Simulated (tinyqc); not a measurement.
From results back to parameters: Kane-Mele model of a buckled honeycomb layer in a normal field. Three cases, with inputs chosen for the exercise.

Problem. The gaps of the two spins at a valley are 2|D - lam| and 2 (D + lam), where 2 lam is the gap at zero field and D = e b Ez > 0. The layer is known to be a quantum spin Hall insulator. The gaps come from hidden lam and Ez.

Find: lam; Ez.

Method. A quarter of the sum is the larger of D and lam, a quarter of the difference the smaller; the gaps alone cannot say which is which. Here lam > D.

Case 1.

Values chosen (out of a larger set: of the size used for germanene; not measured data): b = 0.35 angstrom (half the buckling height).

gaps (meV): 44.8000  123.2000

Solution.

lam = 42.00 meV
Ez = 0.0560 V/angstrom

Case 2.

Values chosen (out of a larger set: of the size used for germanene; not measured data): b = 0.33 angstrom (half the buckling height).

gaps (meV): 38.9400  93.0600

Solution.

lam = 33.00 meV
Ez = 0.0410 V/angstrom

Case 3.

Values chosen (out of a larger set: of the size used for stanene; not measured data): b = 0.37 angstrom (half the buckling height).

gaps (meV): 205.9600  274.0400

Solution.

lam = 120.00 meV
Ez = 0.0460 V/angstrom

Computed by tinyqc, one run a case: `OMP_NUM_THREADS=1 python tinyqc.py N N+1 out.jsonl` with N = 1480082, 1480114, 1480245; one thread of a shared Intel(R) Xeon(R) Processor @ 2.30GHz, about 0.02 s a run at most.
